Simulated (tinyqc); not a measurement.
Inside a calculation. Method: MP2 on RHF in the 6-31g basis, for H2, spin multiplicity 1. Computed by tinyqc, a small Python program that keeps every step (integrals from PySCF). Settings: charge = 0, multiplicity = 1, basis = 6-31g, method = RHF, energy threshold = 1e-10, iteration cap = 66, orthogonalisation = canonical, start = core, DIIS depth = 6. Command: `OMP_NUM_THREADS=1 python tinyqc.py 22928 22929 out.jsonl` (the two numbers bound the seeds that draw the settings). One thread of a shared host (Intel(R) Xeon(R) Processor @ 2.60GHz), about 0.06 s of CPU time with the checks. The early iterations of the SCF are left out here.

## One-electron integrals

Geometry (angstrom):
```
atom,x,y,z
H,0.000000,0.000000,0.000000
H,0.000000,0.000000,1.065000
```

Basis 6-31g: exponents (1/bohr^2) and contraction coefficients of normalised primitives:
```
element,l (shell),exponent,coefficient
H,s (1),18.731137,0.033495
H,s (1),2.825394,0.234727
H,s (1),0.640122,0.813757
H,s (2),0.161278,1.000000
```

Overlap, kinetic and nuclear-attraction integrals over the contracted functions; the nuclear repulsion is the sum of Za Zb / Rab.

nuclear repulsion = 0.49688001 hartree

overlap S:
```
,1H 1s,1H 2s,2H 1s,2H 2s
1H 1s,1.000000,0.658292,0.213805,0.386605
1H 2s,0.658292,1.000000,0.386605,0.721358
2H 1s,0.213805,0.386605,1.000000,0.658292
2H 2s,0.386605,0.721358,0.658292,1.000000
```

kinetic energy T (hartree):
```
,1H 1s,1H 2s,2H 1s,2H 2s
1H 1s,1.395678,0.259735,0.000044,0.098123
1H 2s,0.259735,0.241917,0.098123,0.136510
2H 1s,0.000044,0.098123,1.395678,0.259735
2H 2s,0.098123,0.136510,0.259735,0.241917
```

nuclear attraction V (hartree):
```
,1H 1s,1H 2s,2H 1s,2H 2s
1H 1s,-2.149690,-1.066257,-0.403056,-0.643987
1H 2s,-1.066257,-1.085065,-0.643987,-0.833049
2H 1s,-0.403056,-0.643987,-2.149690,-1.066257
2H 2s,-0.643987,-0.833049,-1.066257,-1.085065
```

core Hamiltonian H = T + V (hartree):
```
,1H 1s,1H 2s,2H 1s,2H 2s
1H 1s,-0.754011,-0.806522,-0.403012,-0.545864
1H 2s,-0.806522,-0.843148,-0.545864,-0.696539
2H 1s,-0.403012,-0.545864,-0.754011,-0.806522
2H 2s,-0.545864,-0.696539,-0.806522,-0.843148
```

## Two-electron integrals

Functions are numbered as in S; the eight-fold symmetry (ij|kl) = (ji|kl) = (kl|ij) leaves the list below.

Two-electron integrals (ij|kl) in chemists' order, unique and non-zero (hartree):
```
i,j,k,l,(ij|kl)
1,1,1,1,1.076566
2,1,1,1,0.578470
2,1,2,1,0.329423
2,2,1,1,0.587396
2,2,2,1,0.361304
2,2,2,2,0.453150
3,1,1,1,0.168826
3,1,2,1,0.099016
3,1,2,2,0.113159
3,1,3,1,0.042285
3,2,1,1,0.216031
3,2,2,1,0.135329
3,2,2,2,0.174121
3,2,3,1,0.063502
3,2,3,2,0.112526
3,3,1,1,0.490735
3,3,2,1,0.316142
3,3,2,2,0.427825
3,3,3,1,0.168826
3,3,3,2,0.329507
3,3,3,3,1.076566
4,1,1,1,0.329507
4,1,2,1,0.188969
4,1,2,2,0.209579
4,1,3,1,0.063502
4,1,3,2,0.089437
4,1,3,3,0.216031
4,1,4,1,0.112526
4,2,1,1,0.387847
4,2,2,1,0.241153
4,2,2,2,0.309928
4,2,3,1,0.088729
4,2,3,2,0.147932
4,2,3,3,0.387847
4,2,4,1,0.147932
4,2,4,2,0.235800
4,3,1,1,0.316142
4,3,2,1,0.202175
4,3,2,2,0.272516
4,3,3,1,0.099016
4,3,3,2,0.188969
4,3,3,3,0.578470
4,3,4,1,0.135329
4,3,4,2,0.241153
4,3,4,3,0.329423
4,4,1,1,0.427825
4,4,2,1,0.272516
4,4,2,2,0.371153
4,4,3,1,0.113159
4,4,3,2,0.209579
4,4,3,3,0.587396
4,4,4,1,0.174121
4,4,4,2,0.309928
4,4,4,3,0.361304
4,4,4,4,0.453150
```

## Orthogonalisation

S = U s U^T; canonical form X = U s^(-1/2), so that X^T S X = 1. Each column of U has its largest component positive (the first on a tie).

eigenvalues of S: 0.160644  0.392308  0.904193  2.542855

X:
```
,1,2,3,4
1H 1s,-0.702806,0.887499,0.682073,0.274064
1H 2s,1.618191,-0.697750,0.296235,0.348594
2H 1s,0.702806,0.887499,-0.682073,0.274064
2H 2s,-1.618191,-0.697750,-0.296235,0.348594
```

## Iteration 8 (converged): orbitals

converged F (hartree):
```
,1H 1s,1H 2s,2H 1s,2H 2s
1H 1s,0.105365,-0.415232,-0.384428,-0.398773
1H 2s,-0.415232,-0.304206,-0.398773,-0.355009
2H 1s,-0.384428,-0.398773,0.105365,-0.415232
2H 2s,-0.398773,-0.355009,-0.415232,-0.304206
```

Diagonalise F' = X^T F X, C = X C', fill 1 alpha and 1 beta electrons from the bottom; D = 2 C_occ C_occ^T. Each column has its largest component positive (the first on a tie).

F' = X^T F X (hartree):
```
,1,2,3,4
1,0.824790,0.000000,-0.450352,0.000000
2,0.000000,0.934801,0.000000,-0.007417
3,-0.450352,0.000000,0.451341,0.000000
4,0.000000,-0.007417,0.000000,-0.513206
```

orbital energies (hartree): MO1 -0.513244, MO2 0.150537, MO3 0.934839, MO4 1.125593

coefficients C:
```
,MO1,MO2,MO3,MO4
1H 1s,0.278607,0.176832,0.886083,-0.963271
1H 2s,0.345016,1.145125,-0.699526,1.181095
2H 1s,0.278607,-0.176832,0.886083,0.963271
2H 2s,0.345016,-1.145125,-0.699526,-1.181095
```

D after iteration 8:
```
,1H 1s,1H 2s,2H 1s,2H 2s
1H 1s,0.155243,0.192247,0.155243,0.192247
1H 2s,0.192247,0.238072,0.192247,0.238072
2H 1s,0.155243,0.192247,0.155243,0.192247
2H 2s,0.192247,0.238072,0.192247,0.238072
```

## Convergence

Stop when the energy changes by less than 1e-10 hartree and every element of the error matrix X^T (F D S - S D F) X is below 3e-06.

Course of the cycle:
```
iteration,E (hartree),change,largest element of the error matrix
1,-1.05065318,-,2.76e-01
2,-1.08174230,-3.11e-02,4.38e-02
3,-1.08252625,-7.84e-04,8.15e-05
4,-1.08252626,-2.26e-09,3.32e-05
5,-1.08252626,-2.73e-10,2.09e-05
6,-1.08252626,-8.34e-11,1.52e-05
7,-1.08252626,-3.60e-11,1.20e-05
8,-1.08252626,-5.84e-11,6.60e-09
```

PySCF RHF in the same basis = -1.08252626 hartree

Converged in 8 iterations.

## Integrals over molecular orbitals

(pq|rs) = sum C_ip C_jq C_kr C_ls (ij|kl), one index at a time.

one-electron integrals over orbitals h = C^T H C (hartree):
```
,1,2,3,4
1,-1.066162,0.000000,-0.127809,0.000000
2,0.000000,-0.617579,0.000000,0.189165
3,-0.127809,0.000000,0.029333,0.000000
4,0.000000,0.189165,0.000000,0.125807
```

Two-electron integrals over orbitals (pq|rs), unique and non-zero (hartree):
```
p,q,r,s,(pq|rs)
1,1,1,1,0.552918
2,1,2,1,0.112404
2,2,1,1,0.440260
2,2,2,2,0.403652
3,1,1,1,0.127809
3,1,2,2,0.070964
3,1,3,1,0.091005
3,2,2,1,0.016548
3,2,3,2,0.039520
3,3,1,1,0.498256
3,3,2,2,0.406294
3,3,3,1,0.117974
3,3,3,3,0.474875
4,1,2,1,-0.079827
4,1,3,2,-0.052902
4,1,4,1,0.105279
4,2,1,1,-0.134496
4,2,2,2,-0.075168
4,2,3,1,-0.081055
4,2,3,3,-0.121310
4,2,4,2,0.083763
4,3,2,1,-0.125686
4,3,3,2,-0.045173
4,3,4,1,0.123953
4,3,4,3,0.180168
4,4,1,1,0.552532
4,4,2,2,0.447617
4,4,3,1,0.163753
4,4,3,3,0.526524
4,4,4,2,-0.159644
4,4,4,4,0.610593
```

## Second-order Moller-Plesset energy

Hartree-Fock energy = -1.08252626 hartree

E2 = sum_ijab (ia|jb) [2 (ia|jb) - (ib|ja)] / (e_i + e_j - e_a - e_b) over occupied i, j and virtual a, b; the opposite-spin part is (ia|jb)^2 / denominator, the rest is same-spin, and SCS-MP2 scales them by 6/5 and 1/3.

Terms:
```
i,j,a,b,(ia|jb),(ib|ja),denominator,term
1,1,2,2,0.112404,0.112404,-1.327563,-0.009517
1,1,4,4,0.105279,0.105279,-3.277674,-0.003382
1,1,3,3,0.091005,0.091005,-2.896166,-0.002860
1,1,4,2,-0.079827,-0.079827,-2.302618,-0.002767
1,1,2,4,-0.079827,-0.079827,-2.302618,-0.002767
```

Pair energies (hartree; pair i-j sums ij and ji):
```
pair,opposite spin,same spin
1-1,-0.021293,0
```

MP2 correlation energy = -0.02129314 hartree

SCS-MP2 correlation energy = -0.02555176 hartree

MP2 total energy = -1.10381939 hartree
